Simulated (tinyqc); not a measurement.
Plane-wave Kohn-Sham cycle with exchange-only LDA in a layered model solid, step by step. One step of it, computed by the program tinyqc.

Question. Iteration 1: potential. V_H(G) = 4 pi rho(G)/G^2 for G != 0 (uniform background); v_x = -(3 rho/pi)^(1/3); V = V_ext + V_H + v_x; Fourier components f(G_m) = (1/N) sum_j f(x_j) exp(-i G_m x_j).

A solid whose potential varies along x alone (atomic units):
```
parameter                      value
period a                   11.900000
cross-section of the cell  28.000000
electrons per cell                 4
grid points                       16
plane waves -n..n, n               2
k points                           3
V1 in V1 cos(2 pi x/a)     -0.190000
V2 in V2 cos(4 pi x/a)      0.000000
```

density at the start, on the grid x_j = j a/N (e/bohr^3): 0.01200480  0.01200480  0.01200480  0.01200480  0.01200480  0.01200480  0.01200480  0.01200480  0.01200480  0.01200480  0.01200480  0.01200480  0.01200480  0.01200480  0.01200480  0.01200480

Give: Potentials on the grid; V(G_m), m = 0, 1, 2, ....

Answer.

Potentials on the grid (hartree):
```
x          V_ext     V_H      v_x        V
0.0000   -0.1900  0.0000  -0.2255  -0.4155
0.7438   -0.1755  0.0000  -0.2255  -0.4010
1.4875   -0.1344  0.0000  -0.2255  -0.3598
2.2313   -0.0727  0.0000  -0.2255  -0.2982
2.9750         0  0.0000  -0.2255  -0.2255
3.7188    0.0727  0.0000  -0.2255  -0.1528
4.4625    0.1344  0.0000  -0.2255  -0.0911
5.2062    0.1755  0.0000  -0.2255  -0.0499
5.9500    0.1900  0.0000  -0.2255  -0.0355
6.6937    0.1755  0.0000  -0.2255  -0.0499
7.4375    0.1344  0.0000  -0.2255  -0.0911
8.1813    0.0727  0.0000  -0.2255  -0.1528
8.9250         0  0.0000  -0.2255  -0.2255
9.6687   -0.0727  0.0000  -0.2255  -0.2982
10.4125  -0.1344  0.0000  -0.2255  -0.3598
11.1562  -0.1755  0.0000  -0.2255  -0.4010
```

V(G_m), m = 0, 1, 2, ... (hartree): -0.2255  -0.0950  0.0000  0.0000  0.0000
